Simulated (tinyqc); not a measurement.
Resistance of a tapered via with liner, size effect and interface: two steps of the calculation.

A round via whose diameter grows from db at the bottom as D(z) = db + 2 z/tan(ang). The fill, of diameter D - 2 tl, starts above the bottom liner (thickness fb tl) and has rho = rho0 (1 + ks lam/(D - 2 tl)); the sidewall liner conducts in parallel with it. The bottom liner and the interface are crossed over the full area pi db^2/4. Spreading in the lines above and below is left out.

Inputs (values chosen for the exercise); fill metal close to molybdenum: diameter at the bottom db = 28 nm; height hv = 61 nm; sidewall angle ang = 88 degrees; bulk resistivity of the fill rho0 = 5.27 uohm cm; mean free path of the fill lam = 11.3 nm; size-effect factor ks = 1.1; liner on the sidewall tl = 0.4 nm; liner at the bottom over that on the sidewall fb = 0.5; resistivity of the liner rl = 410 uohm cm; interface resistivity at the bottom ri = 4e-12 ohm cm^2; ballistic conductance per area, about 3/(4 rho0 lam) Sb = 1.3e15 S/m^2.

Problem 1. Slices of the via. Slices between z0 = fb tl and hv, evaluated at their midpoints: conductance per length pi/4 [(D - 2 tl)^2/rho + (D^2 - (D - 2 tl)^2)/rl], slice resistance = slice height over that. 7 slices.

Find: z; D; rho; slice resistance.

Solution 1.

| slice | z (nm) | D (nm) | rho (uohm cm) | slice resistance (ohm) |
|---|---|---|---|---|
| 0 | 4.5429 | 28.317 | 7.6505 | 1.1161 |
| 1 | 13.229 | 28.924 | 7.5992 | 1.0614 |
| 2 | 21.914 | 29.531 | 7.5500 | 1.0105 |
| 3 | 30.600 | 30.137 | 7.5029 | 0.96309 |
| 4 | 39.286 | 30.744 | 7.4576 | 0.91892 |
| 5 | 47.971 | 31.350 | 7.4142 | 0.87767 |
| 6 | 56.657 | 31.957 | 7.3725 | 0.83909 |

Problem 2. Total resistance. R_fill = sum of the slices; R_bottom = rl fb tl/(pi db^2/4); R_interface = ri/(pi db^2/4); ballistic (Sharvin) limit 1/(Sb pi (db - 2 tl)^2/4); ideal cylinder rho0 hv/(pi db^2/4).

| slice | slice resistance (ohm) |
|---|---|
| 0 | 1.1161413 |
| 1 | 1.0613727 |
| 2 | 1.0104738 |
| 3 | 0.96309291 |
| 4 | 0.91891694 |
| 5 | 0.87766662 |
| 6 | 0.83909215 |

Give: parts; R; shares; ballistic limit; ideal cylinder.

Solution 2.

parts (ohm): fill 6.787, bottom liner 1.332, interface 0.6496
R = 8.768 ohm
shares (%): fill 77.40, bottom liner 15.19, interface 7.41
ballistic limit = 1.324 ohm
ideal cylinder = 5.221 ohm

The fill is the largest part, and R is 1.68 times the ideal cylinder. With 2000 slices R = 8.7690 ohm.

Computed by the program tinyqc: `OMP_NUM_THREADS=1 python tinyqc.py 2750104 2750105 out.jsonl`, one thread of a shared Intel Xeon 2.30GHz, about 0.01 s for the whole run.
